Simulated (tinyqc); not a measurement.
Thermodynamics of metal silicides: hull, first phase, silicon consumed, nucleation and stability against SiO2: one step, computed by the program tinyqc.

Entropies of formation of the solids are neglected, so heats stand for free energies. Si fractions: M2Si 0.3333, MSi 0.5000, MSi2 0.6667.

Question. Which phases are stable. A phase is stable if it lies below every straight line between a phase on its left and one on its right (M and Si at zero). Distance = its heat less the lowest such line, negative for a stable phase.

Inputs (values chosen for the exercise, of the order of those of cobalt silicides for heats and volumes only): heat of formation of M2Si = -36.7 kJ/mol atoms; heat of formation of MSi = -49.5 kJ/mol atoms; heat of formation of MSi2 = -35.3 kJ/mol atoms.

Phases: M2Si, MSi, MSi2.

Give: distance to the lowest tie line.

Answer.

distance to the lowest tie line (kJ/mol atoms): M2Si -3.7, MSi -13.5, MSi2 -2.3

All three are stable.
